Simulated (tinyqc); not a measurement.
Interdiffusion in a binary couple: Darken equations, Kirkendall shift and Boltzmann-Matano analysis: one step, computed by the program tinyqc. Command: `OMP_NUM_THREADS=1 python tinyqc.py 3005723 3005724 out.jsonl darken walk`. One thread of a shared host (Intel(R) Xeon(R) Processor @ 2.30GHz), about 0.01 s of CPU time with the checks.

x is the mole fraction of B; the molar volume is constant, and the two halves are long enough to count as infinite.

Task: Boltzmann-Matano diffusivity. D~(x) = area/(2 t slope), with z counted from the original interface (the Matano plane); 1 um^2 = 1e-12 m^2.

Inputs (values chosen for the exercise, for a model alloy A-B): temperature T = 1170 K; time t = 3900 s.

area -int z dx from x_L to the local x = 7.460104 um

slope dx/dz at the local x = 0.001791561 1/um

Give: D~ from the profile.

Result:

D~ from the profile = 5.338e-13 m^2/s
